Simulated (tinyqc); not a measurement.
Inside a calculation: heterojunction of two tight-binding chains. Values are carried at full precision from step to step, so a last printed digit may differ when a step is redone from the rounded ones.

Left chain: hopping -t1, sites at 2 t1 (band bottom 0). Right chain: hopping -t2, sites at dE + 2 t2 (bottom dE). t = c/(m a^2), c = hbar^2/2m0. The bond across the interface is -tc with tc = f sqrt(t1 t2), and the last left site has the extra energy U. In a chain E = bottom + 2t (1 - cos(ka)); the surface Green function of a half chain is g = -exp(ika)/t, with Im k > 0 where cos(ka) > 1.

Constants: hbar^2/2m0 = 3.80998211 eV angstrom^2.

Values chosen for the exercise (masses and offset of the size met at InGaAs / InP; the results hold for these values, not for the real material): a = 4 angstrom (site spacing); m1 = 0.039 m0 (mass on the left); m2 = 0.08 m0 (mass on the right); f = 0.97 (factor on the interface hopping); dE = 0.29 eV (band offset); E = 0.57 eV (electron energy); U = 0.26 eV (extra energy on the last left site).

## Hoppings

Form t1, t2 and tc.

t1 = 6.1057 eV
t2 = 2.9765 eV
tc = 4.1352 eV

## Wave numbers and velocities

The left chain has hopping t1 and band bottom 0, the right one t2 and dE. cos(ka) = 1 - (E - bottom)/(2t); dE/dk = 2 t a sin(ka).

ka (rad): left 0.30674, right 0.30792

dE/dk (eV angstrom): left 14.7492, right 7.2170

## Self-energies on the last left site

Hoppings t1 (left), t2 (right), tc (interface); g is the surface Green function of a half chain. The rest of the left chain gives S1 = t1^2 g1 = -t1 exp(i k1 a); the right chain gives S2 = tc^2 g2 = -(tc^2/t2) exp(i k2 a).

S1 = -5.82074-1.84365i eV
S2 = -5.47468-1.74115i eV

## Transmission

The last site of the left chain has energy 2 t1 + U, and S1, S2 are the self-energies of the two half chains on it. G = 1/(E - 2 t1 - U - S1 - S2); T = 4 Im(S1) Im(S2) |G|^2.

G = -0.0459-0.2712i 1/eV
T = 0.9714

A fraction 0.0286 is reflected although the electron lies above the step.

## Checks

- T from the Green function against 1 - |r|^2 from matching plane waves: both 0.971417.

(tinyqc, `OMP_NUM_THREADS=1 python tinyqc.py 1450220 1450221 out.jsonl`, Intel(R) Xeon(R) Processor @ 2.30GHz, 1 thread, shared host, about 0.01 s.)
